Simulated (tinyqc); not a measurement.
Virtual crystal, CPA and unmixed bands: coherent potential approximation for a binary alloy with a semi-elliptic band.

Site levels eA = -x d (share 1 - x) and eB = (1 - x) d (share x), so that their mean, the virtual crystal, is 0. Pure band: G0(z) = 2 (z - sqrt(z - W) sqrt(z + W))/W^2 with principal roots, density -Im G/pi per site. The medium has a self-energy S(z), G = G0(z - S), z = E + i eta. t_i = (e_i - S)/(1 - (e_i - S) G); the CPA demands <t> = (1 - x) tA + x tB = 0. Iteration: start at S = 0, set S(new) = S + <t>/(1 + <t> G), stop when |<t>| < 1e-9 eV.

Inputs chosen for the exercise: W = 3 eV (half width of the pure band); x = 0.05 (fraction of B); d = 4.17 eV (eB - eA); eta = 0.06 eV (broadening); E1 = -3.2 eV (first energy); dE = 0.73 eV (step).

Fifteen energies E1 + j dE. Virtual crystal: G0(z). Unmixed: (1 - x) G0(z - eA) + x G0(z - eB), the limit of large separate grains.

Densities (1/eV) and self-energy (eV):

| E (eV) | virtual crystal | CPA | unmixed | Re S | Im S |
|---|---|---|---|---|---|
| -3.20 | 0.0078 | 0.0167 | 0.0267 | -0.1435 | -0.0044 |
| -2.47 | 0.1164 | 0.1291 | 0.1286 | -0.1557 | -0.0296 |
| -1.74 | 0.1687 | 0.1733 | 0.1694 | -0.1624 | -0.0441 |
| -1.01 | 0.1956 | 0.1957 | 0.1903 | -0.1707 | -0.0565 |
| -0.28 | 0.2071 | 0.2032 | 0.1976 | -0.1816 | -0.0682 |
| 0.45 | 0.2056 | 0.1976 | 0.1929 | -0.1967 | -0.0794 |
| 1.18 | 0.1909 | 0.1775 | 0.1785 | -0.2192 | -0.0891 |
| 1.91 | 0.1595 | 0.1368 | 0.1464 | -0.2567 | -0.0926 |
| 2.64 | 0.0969 | 0.0353 | 0.0698 | -0.3462 | -0.0457 |
| 3.37 | 0.0050 | 0.0040 | 0.0135 | -0.8061 | -0.0700 |
| 4.10 | 0.0020 | 0.0381 | 0.0120 | -0.2301 | -2.4888 |
| 4.83 | 0.0012 | 0.0380 | 0.0109 | 1.2089 | -0.9164 |
| 5.56 | 0.0008 | 0.0018 | 0.0095 | 0.6344 | -0.0354 |
| 6.29 | 0.0006 | 0.0008 | 0.0070 | 0.3879 | -0.0120 |
| 7.02 | 0.0005 | 0.0005 | 0.0012 | 0.2833 | -0.0062 |

d/W = 1.39. CPA and virtual crystal differ by at most 0.062 1/eV, at 2.64 eV, against a peak of 0.212 for the pure band. |Im S| is largest at 4.10 eV (Im S = -2.489 eV); where the density is near zero this is no damping of states. The CPA density has a dip at 3.37 eV (0.0040): the band is parting, or has parted, into an A-like and a B-like subband (in a true gap only the tail of eta remains), which no virtual crystal can show.

Run: tinyqc, `OMP_NUM_THREADS=1 python tinyqc.py 1451043 1451044 out.jsonl`; Intel(R) Xeon(R) Processor @ 2.30GHz, one thread, shared host; about 0.01 s of CPU time with all checks.
